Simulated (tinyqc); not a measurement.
# Composition and strain of an epitaxial Si(1-x)Ge(x) layer from Raman and X-ray peaks, step by step

A worked calculation. Computed by tinyqc, a small Python program that keeps every step. Command: `OMP_NUM_THREADS=1 python tinyqc.py 3017328 3017329 out.jsonl epiraman walk`. One thread of a shared host (Intel(R) Xeon(R) Processor @ 2.30GHz), about 0.01 s of CPU time with the checks. Intermediate numbers are printed to about 7 digits and carried at full precision; extremes and crossings named in words are read from the listed rows.

A (001) layer, biaxially strained in the plane. The Raman peaks follow empirical lines omega = w0 + c1 x + c3 x^3 + b eps (c3 for Si-Ge alone), with eps the in-plane strain.

Inputs (values chosen for the exercise, modelled on silicon-germanium):
```
quantity                        value      unit
Ge fraction x                    0.47         -
degree of relaxation R              0         -
lattice constant of Si          5.431  angstrom
lattice constant of Ge          5.658  angstrom
bowing B                         0.03  angstrom
2 C12/C11 of Si                  0.77         -
2 C12/C11 of Ge                 0.754         -
Si-Si: w0                         521      1/cm
Si-Si: c1                       -64.2      1/cm
Si-Si: strain coefficient b      -723      1/cm
Si-Ge: w0                       400.1      1/cm
Si-Ge: c1                        24.9      1/cm
Si-Ge: c3                       -31.1      1/cm
Si-Ge: strain coefficient b      -539      1/cm
Ge-Ge: w0                       280.5      1/cm
Ge-Ge: c1                          19      1/cm
Ge-Ge: strain coefficient b      -423      1/cm
uncertainty of a Raman peak      0.05      1/cm
X-ray wavelength             1.540598  angstrom
```

Substrate: silicon. Pair of peaks used: Si-Ge and Ge-Ge.

## Lattice constants and strain

Relaxed lattice constant a(x) = a_Si + (a_Ge - a_Si) x - B x (1 - x). In-plane constant a_par = a_sub + R (a(x) - a_sub); eps = a_par/a(x) - 1; eps_perp = -(2 C12/C11) eps with 2 C12/C11 linear in x; a_perp = a(x) (1 + eps_perp).

relaxed constant a(x) = 5.530217 angstrom

substrate constant a_sub = 5.431 angstrom

a_par = 5.431 angstrom

in-plane strain eps = -17.94089 per mille

strain along the normal = 13.67957 per mille

a_perp = 5.605868 angstrom

The layer is under compression in the plane and is stretched along the normal.

## Raman peaks

Insert x and eps in the three lines; the strain part is b eps.

Si-Si peak = 503.7973 1/cm

Si-Ge peak = 418.2442 1/cm

Ge-Ge peak = 297.0190 1/cm

strain parts (1/cm): Si-Si 12.97126, Si-Ge 9.67014, Ge-Ge 7.58900

Read as unstrained, the Si-Si peak would give x = 0.268 in place of 0.47.

## X-ray (004) reflection

Bragg angle theta = arcsin(2 lambda/a) for (004), for the substrate with a_sub and the layer with a_perp; separation in arc seconds.

theta of the substrate = 34.56459 degree

theta of the layer = 33.34216 degree

separation, layer less substrate = -4400.762 arcsec

## Back from two peaks to composition and strain

Unknowns x and eps (per mille). Newton steps: J d = (measured - model), J = [d omega/dx, d omega/d eps] for the two peaks; start at x = 0.5, eps = 0; stop when |d| < 1e-9. The peaks are rounded to 0.001 per cm; R = (a(x)(1 + eps) - a_sub)/(a(x) - a_sub).

peaks used (1/cm): Si-Ge 418.244, Ge-Ge 297.019

Iterations:
```
step          x  eps (per mille)  residual 1 (1/cm)  residual 2 (1/cm)
0     0.5000000          0.00000       9.581500e+00              7.019
1     0.4718287        -17.85876       3.632706e-02              0.000
2     0.4700197        -17.94001       1.438791e-04              0.000
3     0.4700125        -17.94034       2.287265e-09              0.000
4     0.4700125        -17.94034                  0              0.000
```

recovered x = 0.4700125

recovered eps = -17.94034 per mille

recovered R = 0

## Which pair of peaks is best

For each pair invert J = [d omega/dx, d omega/d eps] at the true x. Independent errors of the given size in both peaks give sigma_x and sigma_eps = uncertainty x (norm of the rows of the inverse of J).

Error propagation:
```
pair                det J      sigma_x  sigma_eps (per mille)
Si-Si and Si-Ge  37.70549  0.001195852             0.08532335
Si-Si and Ge-Ge   40.8936  0.001024183             0.08186186
Si-Ge and Ge-Ge  8.426317  0.004065621              0.1155802
```

The pair Si-Si and Ge-Ge fixes x best (sigma_x = 0.0010) and Si-Ge and Ge-Ge worst (0.0041), a factor 4.0. Strain moves all peaks the same way, so a good pair needs different ratios of composition slope to strain coefficient, best of opposite sign; the slopes here are -64.2, 4.3 and 19 per cm for Si-Si, Si-Ge and Ge-Ge. Errors in the coefficients themselves are not counted.

## Relaxation at fixed composition

(004) Bragg angle theta = arcsin(2 lambda/a), with a = a_perp for the layer and a_sub for the substrate; separation = layer less substrate. The apparent x is the one that a fully strained layer (R = 0) would need to give the same a_perp.

Signatures; columns: (1) R; (2) eps (per mille); (3) Si-Si (1/cm); (4) Ge-Ge (1/cm); (5) a_perp (angstrom); (6) (004) separation (arcsec); (7) apparent x if R = 0 is assumed:
```
(1)         (2)       (3)       (4)       (5)        (6)        (7)
0.00  -17.94089  503.7973  297.0190  5.605868  -4400.762  0.4700000
0.15  -15.24975  501.8516  295.8806  5.594520  -4125.378  0.4411918
0.30  -12.55862  499.9059  294.7423  5.583173  -3848.630  0.4121735
0.50   -8.97044  497.3116  293.2245  5.568042  -3477.492  0.3731473
0.70   -5.38227  494.7174  291.7067  5.552912  -3103.884  0.3337269
0.85   -2.69113  492.7717  290.5683  5.541565  -2822.040  0.3038954
1.00    0.00000  490.8260  289.4300  5.530217  -2538.781  0.2738295
```

Full relaxation moves the Si-Si peak by -12.97 per cm and shrinks the X-ray separation to 58 % of its strained value, about 1/(1 + 2 C12/C11). A symmetric reflection alone cannot part x from R: a relaxed layer read as strained gives x = 0.274 in place of 0.47. An asymmetric reflection or a second peak is needed.

Checks made by the program: recovered composition (relative difference 3e-05).
